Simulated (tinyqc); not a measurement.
Inside a calculation. Method: RKS/LDA (PW92) in the sto-3g basis, for Li+, spin multiplicity 1. One step of it, computed by the program tinyqc.

Task: Iteration 2: building the Kohn-Sham matrix. J_ij = sum D_kl (ij|kl); F = H + J + V_xc; E = tr D H + tr D J / 2 + E_xc + E_nn.

D after iteration 1, lower triangle:
```
,1Li 1s,1Li 2s,1Li 2px,1Li 2py,1Li 2pz
1Li 1s,1.950843
1Li 2s,0.092778,0.004412
1Li 2px,0.000000,0.000000,0.000000
1Li 2py,0.000000,0.000000,0.000000,0.000000
1Li 2pz,0.000000,0.000000,0.000000,0.000000,0.000000
```

core Hamiltonian H = T + V (hartree), lower triangle:
```
,1Li 1s,1Li 2s,1Li 2px,1Li 2py,1Li 2pz
1Li 1s,-4.406095
1Li 2s,-0.984581,-1.104759
1Li 2px,0.000000,0.000000,-0.877579
1Li 2py,0.000000,0.000000,0.000000,-0.877579
1Li 2pz,0.000000,0.000000,0.000000,0.000000,-0.877579
```

Two-electron integrals (ij|kl) in chemists' order, unique and non-zero (hartree):
```
i,j,k,l,(ij|kl)
1,1,1,1,1.680395
2,1,1,1,0.265420
2,1,2,1,0.049941
2,2,1,1,0.397727
2,2,2,1,0.092860
2,2,2,2,0.290562
3,1,3,1,0.008981
3,2,3,1,0.013788
3,2,3,2,0.064184
3,3,1,1,0.396640
3,3,2,1,0.092880
3,3,2,2,0.290497
3,3,3,3,0.312946
4,1,4,1,0.008981
4,2,4,1,0.013788
4,2,4,2,0.064184
4,3,4,3,0.016869
4,4,1,1,0.396640
4,4,2,1,0.092880
4,4,2,2,0.290497
4,4,3,3,0.279207
4,4,4,4,0.312946
5,1,5,1,0.008981
5,2,5,1,0.013788
5,2,5,2,0.064184
5,3,5,3,0.016869
5,4,5,4,0.016869
5,5,1,1,0.396640
5,5,2,1,0.092880
5,5,2,2,0.290497
5,5,3,3,0.279207
5,5,4,4,0.279207
5,5,5,5,0.312946
```

nuclear repulsion = 0 hartree

V_xc (hartree), lower triangle:
```
,1Li 1s,1Li 2s,1Li 2px,1Li 2py,1Li 2pz
1Li 1s,-1.031023
1Li 2s,-0.132603,-0.082486
1Li 2px,0.000000,0.000000,-0.081561
1Li 2py,0.000000,0.000000,0.000000,-0.081561
1Li 2pz,0.000000,0.000000,0.000000,0.000000,-0.081561
```

E_xc = sum of w rho eps_xc = -1.54890820 hartree

Give: Coulomb J; Kohn-Sham matrix F; total energy of this density.

Result:

Coulomb J (hartree), lower triangle:
```
,1Li 1s,1Li 2s,1Li 2px,1Li 2py,1Li 2pz
1Li 1s,3.329
1Li 2s,0.527,0.794
1Li 2px,0.000,0.000,0.792
1Li 2py,0.000,0.000,0.000,0.792
1Li 2pz,0.000,0.000,0.000,0.000,0.792
```

Kohn-Sham matrix F (hartree), lower triangle:
```
,1Li 1s,1Li 2s,1Li 2px,1Li 2py,1Li 2pz
1Li 1s,-2.108
1Li 2s,-0.590,-0.393
1Li 2px,0.000,0.000,-0.167
1Li 2py,0.000,0.000,0.000,-0.167
1Li 2pz,0.000,0.000,0.000,0.000,-0.167
```

total energy of this density = -7.03402 hartree
